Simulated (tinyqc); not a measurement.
Configuration-coordinate model of a defect: Huang-Rhys factor and luminescence line shape: one step, computed by the program tinyqc. Command: `OMP_NUM_THREADS=1 python tinyqc.py 3011986 3011987 out.jsonl ccline walk`. One thread of a shared host (Intel(R) Xeon(R) Processor @ 2.30GHz), about 0.01 s of CPU time with the checks.

Ground state E_g(Q) = (1/2) omega_g^2 Q^2; excited state E_e(Q) = E_0 + (1/2) omega_e^2 (Q - dQ)^2 with omega_e = omega_g and E_0 = E_ZPL. Q is mass-weighted; the dipole does not depend on Q (Condon approximation).

Task: Huang-Rhys factors and vertical energies. S = hbar omega dQ^2/(2 hbar^2/u) for each state; relaxation energy S hbar omega; absorption at E_0 + S_e hbar omega_e, emission at E_0 - S_g hbar omega_g; the Stokes shift is their difference.

Inputs (values chosen for the exercise, for a model defect in a wide-gap host): zero-phonon energy E_ZPL = 4.18 eV; displacement dQ = 1.01 u^(1/2) angstrom; ground-state phonon hbar omega_g = 37.6 meV.

Modes: equal frequencies in both states.

Constants: hbar^2/u = 4.18015928e-03 eV angstrom^2.

Give: S_g; S_e; relaxation energy, ground state; relaxation energy, excited state; vertical absorption energy; vertical emission energy; Stokes shift.

Result:

S_g = 4.588

S_e = 4.588

relaxation energy, ground state = 0.1725 eV

relaxation energy, excited state = 0.1725 eV

vertical absorption energy = 4.353 eV

vertical emission energy = 4.007 eV

Stokes shift = 0.3450 eV

The coupling is intermediate: phonon replicas can be resolved beside the zero-phonon line.
